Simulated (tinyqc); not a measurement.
Cyclotron resonance of ellipsoidal valleys, Ge type: sweeps and comparisons. A value that a table varies takes the place of the one given here.

Valleys along [111], [-111], [1-11], [11-1], mass ml along the axis and mt across it. B lies in the (1-10) plane, b = (sin(theta)/sqrt2, sin(theta)/sqrt2, cos(theta)). For the angle phi between B and the axis, 1/mc^2 = cos^2(phi)/mt^2 + sin^2(phi)/(mt ml). Resonance: h nu = 2 muB B/mc, h = 2 pi hbar.

Constants: hbar = 6.58211957e-16 eV s; muB = 5.788381798e-05 eV/T.

Parameters, chosen for this exercise (near those of Ge; not measured data): ml = 1.568 m0 (longitudinal mass); mt = 0.081 m0 (transverse mass); ths = (0, 20, 35, 50, 65, 80, 90) degrees (angles); g1 = 13.41 (Luttinger gamma1); g2 = 4.25 (gamma2); g3 = 5.7 (gamma3); theta = 73 degrees (angle of B from [001] towards [110]); nu = 24 GHz (microwave frequency).

## Rotating the field

mc against theta; [-111] and [1-11] stay equal in this plane.

Cyclotron masses (m0):
```
theta (degrees)   [111]  [-111]  [11-1]
0                0.1336  0.1336  0.1336
20               0.0974  0.1408  0.2364
35               0.0858  0.1577  0.3563
50               0.0813  0.1897  0.2409
65               0.0822  0.2463  0.1517
80               0.0891  0.3274  0.1122
90               0.0979  0.3564  0.0979
```

All valleys give one line at theta = 0, B along [001], with mc = 0.1336. The [111] valley reaches mt at 54.7 degrees, and [11-1] reaches its largest value sqrt(ml mt) = 0.3564 at 35.3 degrees, where B is perpendicular to it; the listed maximum of that branch is 0.3563. The pair [-111], [1-11] reaches the same value at 90 degrees.

## Heavy and light holes (cyclotron masses of warped hole bands)

E = c k^2 f(n) with f = g1 -/+ 2 sqrt(g2^2 + 3 (g3^2 - g2^2)(nx^2 ny^2 + ny^2 nz^2 + nz^2 nx^2)). For the orbit through k = 0 perpendicular to b = (sin(theta)/sqrt2, sin(theta)/sqrt2, cos(theta)), mc is the mean of 1/f over the directions n in that plane (180 evenly spaced angles). Quantum effects of the lowest levels are left out.

Cyclotron masses (m0):
```
theta (degrees)   heavy   light
0                0.2791  0.0434
20               0.3076  0.0427
35               0.3516  0.0419
50               0.3748  0.0414
65               0.3735  0.0415
80               0.3696  0.0419
90               0.3689  0.0420
```

The heavy mass varies by 34 % over the table, with its largest listed value at 50 degrees ([111] lies at 54.7) and its smallest at 0; the light mass varies by 4.8 %. The warping term enters both with the same size, but it is set against a small inverse mass in one and a large one in the other (along [111], g1 - 2 g3 = 2.01 and g1 + 2 g3 = 24.81).

## What each parameter does

Resonance fields B = h nu mc/(2 muB) of the valleys [111], [-111] and [11-1]. Each row changes one parameter from the base and keeps the others.

Results:
```
case                [111] (T)  [-111] (T)  [11-1] (T)
base                   0.0729      0.2476      0.1089
ml = 1.803 m0          0.0730      0.2586      0.1094
mt = 0.089 m0          0.0801      0.2639      0.1192
theta = 77 degrees     0.0747      0.2670      0.1011
nu = 26.4 GHz          0.0802      0.2723      0.1198
```

The largest shifts from the base row, up to three for each result and ties (the steps differ in size, so this ranks the rows, not the parameters). [111] (T): nu +0.0073, mt +0.0072, theta +0.0018. [-111] (T): nu +0.0248, theta +0.0194, mt +0.0163. [11-1] (T): nu +0.0109, mt +0.0103, theta -0.0078.

Computed by tinyqc, a small Python program: `OMP_NUM_THREADS=1 python tinyqc.py 1280007 1280008 out.jsonl` (the numbers bound the seed that draws the inputs); one thread of a shared host (Intel(R) Xeon(R) Processor @ 2.30GHz), about 0.01 s for the whole set of steps.
